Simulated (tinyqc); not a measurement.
Bandgap voltage reference from two bipolar transistors: two steps of the calculation.

Two transistors of area 1 and N carry the same current I. Is(T) = Is (T/T0)^eta exp[(Vg0 q/kB)(1/T0 - 1/T)], VBE1 = Vt ln(I/Is(T)) + I rb, VBE2 = Vt ln(I/(N Is(T))) + I rb/N. The amplifier forces I R1(T) = VBE1 - VBE2 + Vos, with R(T) = R (1 + tc (T - T0)) for both resistors, and the output is Vref = VBE1 + I R2(T). Base currents and the Early effect are neglected.

Inputs (values chosen for the exercise); values of the order met in silicon bipolar transistors:
- T0 = 298 K (reference temperature)
- Vg0 = 1.21 V (band-gap voltage extrapolated to 0 K)
- eta = 4 (temperature exponent of the saturation current)
- Is = 6.1e-18 A (saturation current of the unit transistor at T0)
- N = 24 (area ratio of the second transistor)
- R1 = 14 kohm (resistor across which the difference of VBE falls, at T0)
- tc = 300 ppm/K (temperature coefficient of both resistors)
- Vos = 0 mV (offset of the amplifier)
- rb = 0 ohm (series resistance of the unit transistor)
- R2 = 102.6 kohm (output resistor at T0)

Constants: q = 1.602176634e-19 C, kB = 1.380649e-23 J/K. Results are converted to the units shown.

Problem 1. Operating point at the reference temperature. Vt = kB T/q; I = (Vt ln N + Vos)/(R1(T) - rb (1 - 1/N)). Evaluate at T = T0.

Wanted: Vt; I; Is(T); VBE1; I R2; Vref.

Solution 1.

Vt = 0.025680 V
I = 5.8294 uA
Is(T) = 6.1000e-18 A
VBE1 = 0.70839 V
I R2 = 0.59809 V
Vref = 1.3065 V

Problem 2. Resistor for zero slope at T0, ideal case. With tc = 0, Vos = 0 and rb = 0 the current is proportional to T, dVBE/dT = (VBE - Vg0 - (eta - 1) Vt)/T, and Vref has zero slope at T0 when Vref = Vg0 + (eta - 1) Vt0. Find VBE1, its slope, that Vref, R2/R1 and the curvature d2Vref/dT2 = -(eta - 1) kB/(q T0).

Wanted: VBE1; dVBE/dT; Vref; R2/R1; curvature.

Solution 2.

VBE1 = 0.7084 V
dVBE/dT = -1.942 mV/K
Vref = 1.287 V
R2/R1 = 7.090
curvature = -0.8675 uV/K^2

Computed by the program tinyqc: `OMP_NUM_THREADS=1 python tinyqc.py 2062089 2062090 out.jsonl`, one thread of a shared Intel Xeon 2.30GHz, about 0.02 s for the whole run.
